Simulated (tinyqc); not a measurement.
Landau-Devonshire theory of a uniaxial ferroelectric: one step, computed by the program tinyqc.

G(P) = (alpha/2) P^2 + (beta*/4) P^4 + (gamma/6) P^6 - E P per volume, SI units, one domain, P along the polar axis.

Question. Temperatures of the first-order transition. T_C = T0* + 3 beta*^2/(16 alpha_0 gamma); the polar phase survives up to T1 = T0* + beta*^2/(4 alpha_0 gamma); at T_C Ps^2 = -3 beta*/(4 gamma); latent heat = (1/2) alpha_0 T_C Ps^2.

Inputs (values chosen for the exercise, modelled on lead titanate):
```
quantity,value,unit
alpha_0,791000,J m/(C^2 K)
Curie-Weiss temperature T0,752,K
gamma,1.5e+09,J m^9/C^6
temperature T,455,K
```

Sample: free crystal.

T0* = 752 K

beta* = -2.96e+08 J m^5/C^4

Give: transition temperature T_C; superheating limit T1; jump of Ps; latent heat.

Answer.

transition temperature T_C = 765.8 K

superheating limit T1 = 770.5 K

jump of Ps = 38.47 microcoulomb/cm^2

latent heat = 44.83 MJ/m^3

Thermal hysteresis can span at most T1 - T0* = 18.5 K.
